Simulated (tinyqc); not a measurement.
# MESFET, gradual channel with velocity saturation: two studies

A uniformly doped n-type channel, depleted from the top by a Schottky gate; at channel potential V the depleted share of a is u = sqrt((Vbi - Vg + V)/Vp), s at the source. Electrons drift with v = mu E/(1 + mu E/vsat). Abrupt depletion edge, no series resistance, source at 0.

Values chosen for this exercise; material values close to those of gallium arsenide:

| symbol | value | unit | meaning |
|---|---|---|---|
| T | 350 | K | temperature |
| eps_r | 13.1 |  | relative permittivity of the semiconductor |
| Nc | 5.66e17 | cm^-3 | conduction-band density of states at T |
| Nd | 3.7e16 | cm^-3 | donor density of the channel |
| a | 240 | nm | channel thickness |
| mu | 4500 | cm^2/(V s) | low-field mobility at this doping |
| vsat | 8.1e6 | cm/s | saturation velocity |
| L | 0.3 | um | gate length |
| W | 300 | um | gate width |
| phiB | 0.86 | V | Schottky barrier |
| Vg | 0 | V | gate voltage |

Constants: q = 1.602176634e-19 C, kB = 1.380649e-23 J/K, Vt = kB T/q, eps0 = 8.8541878128e-14 F/cm where lengths are in cm. Results are converted to the units shown.

Each table varies one quantity; the others keep the values above.

## Effect of the low-field mobility at this doping on saturation

Vbi = phiB - Vt ln(Nc/Nd); Vp = q Nd a^2/(2 eps0 eps_r); G0 = q mu Nd a W/L; Z = mu Vp/(vsat L); s = sqrt((Vbi - Vg)/Vp). I = (G0 Vp/3) F/(1 + Z (u^2 - s^2)), F = 3 (u^2 - s^2) - 2 (u^3 - s^3), with u at V = Vd; Z = 0 gives constant mobility, for which u stops at 1. The current peaks at u = um, the root of (1 - u)(1 + Z (u^2 - s^2)) = Z F/3; beyond Vdsat = Vp (um^2 - s^2) it is held at that value. gm = G0 (um - s)/(1 + Z (um^2 - s^2)).

Results:
```
mu (cm^2/(V s))      Z      um  Vdsat (V)  Isat (mA)  Isat for Z = 0 (mA)  gm (mS)
900              5.452  0.8886     0.3846      3.850                11.50    8.542
1500             9.086  0.8654     0.3245      4.655                19.16    9.839
2400             14.54  0.8449     0.2730      5.362                30.66    10.90
4000             24.23  0.8245     0.2230      6.066                51.10    11.90
11000            66.63  0.7915     0.1445      7.207                140.5    13.42
18000            109.0  0.7791     0.1157      7.638                230.0    13.97
```

Estimate the missing row, mu = 6600 cm^2/(V s).

Computed row:
```
mu (cm^2/(V s))      Z      um  Vdsat (V)  Isat (mA)  Isat for Z = 0 (mA)  gm (mS)
6600             39.98  0.8069     0.1807      6.674                84.32    12.72
```

With this row back in the table: As mu goes from 900 to 18000 cm^2/(V s), Vdsat falls from 0.385 to 0.116 V, Isat rises from 3.85 to 7.64 mA and gm rises from 8.54 to 14.0 mS. Isat is 0.335 of the constant-mobility value in the first row and 0.0332 in the last. In every row the gate is shorter than 2 a, outside the gradual-channel approximation.

## Effect of the channel thickness on saturation

Same model as above.

Results:
```
a (nm)      Z      um  Vdsat (V)  Isat (mA)  Isat for Z = 0 (mA)  gm (mS)
180     15.33  0.9921    0.03724     0.2042               0.3695    6.517
270     34.50  0.7494     0.2686      9.745                128.4    12.46
330     51.53  0.6398     0.3614      17.12                373.2    12.72
400     75.72  0.5484     0.4518      26.02                865.7    12.79
480     109.0  0.4733     0.5413      36.42                 1758    12.76
```

Estimate the missing row, a = 220 nm.

Computed row:
```
a (nm)      Z      um  Vdsat (V)  Isat (mA)  Isat for Z = 0 (mA)  gm (mS)
220     22.90  0.8747     0.1685      3.972                26.82    11.64
```

With this row back in the table: As a goes from 180 to 480 nm, Vdsat rises from 0.0372 to 0.541 V, Isat rises from 0.204 to 36.4 mA and gm goes from 6.517 through a maximum of 12.79 (at a = 400 nm among the rows listed) to 12.76 mS. Isat is 0.553 of the constant-mobility value in the first row and 0.0207 in the last. In every row the gate is shorter than 2 a, outside the gradual-channel approximation. For a = 180 to 220 nm the open channel at the source, (1 - s) a, is under two Debye lengths, so the abrupt edge is rough.

Computed by the program tinyqc: `OMP_NUM_THREADS=1 python tinyqc.py 2500119 2500120 out.jsonl`, one thread of a shared Intel Xeon 2.30GHz, about 0.07 s for the whole run.
